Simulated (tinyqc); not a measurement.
Ellipsometry and reflectance of a transparent film on an absorbing substrate: two steps of the calculation.

Air (index 1), film, substrate with N2 = n2 - i k2; time factor exp(+i w t). q_j = sqrt(N_j^2 - sin^2 th), root with positive real part. Fresnel coefficients r_s = (q_a - q_b)/(q_a + q_b), r_p = (N_b^2 q_a - N_a^2 q_b)/(N_b^2 q_a + N_a^2 q_b). tan(Psi) exp(i Delta) = R_p/R_s, Delta taken from 0 to 360 degrees.

Inputs (values chosen for the exercise); indices close to those of silicon dioxide on silicon:
- lam = 632.8 nm (wavelength)
- th = 70 degrees (angle of incidence)
- n1 = 1.452 (index of the transparent film)
- d = 100 nm (film thickness)
- n2 = 3.882 (index of the substrate)
- k2 = 0.019 (extinction coefficient of the substrate)

Question 1. Interface coefficients and thickness period. q0, q1, q2 and the coefficients r01 and r12 for p and s; the results repeat in d with the period lam/(2 q1).

Find: q0; q1; q2; r01,p; r01,s; r12,p; r12,s; period.

Answer 1.

q0 = 0.34202
q1 = 1.1069
q2 = 3.7666-0.0196i
r01,p = -0.21107
r01,s = -0.52790
r12,p = 0.35498-0.00201i
r12,s = -0.54574+0.00183i
period = 285.84 nm

Question 2. Psi, Delta and reflectances. beta = 2 pi d q1/lam, X = exp(-2 i beta), R = (r01 + r12 X)/(1 + r01 r12 X) for p and s.

q1 = 1.1069245
r01,p = -0.21107252
r01,s = -0.52790446
r12,p = 0.35497813-0.00200569i
r12,s = -0.54574264+0.00182527i

Give: beta; X; R_p; R_s; Psi; Delta; |R_p|^2; |R_s|^2.

Answer 2.

beta = 1.099 rad
X = -0.5870-0.8096i
R_p = -0.4177-0.2499i
R_s = -0.3681+0.4278i
Psi = 40.77 degrees
Delta = 80.18 degrees
|R_p|^2 = 0.2369
|R_s|^2 = 0.3185

The bare substrate gives Psi = 10.57 and Delta = 179.23 degrees.

tinyqc, about 0.3 s, one thread, Intel Xeon 2.30GHz (shared host): `OMP_NUM_THREADS=1 python tinyqc.py 2870214 2870215 out.jsonl`
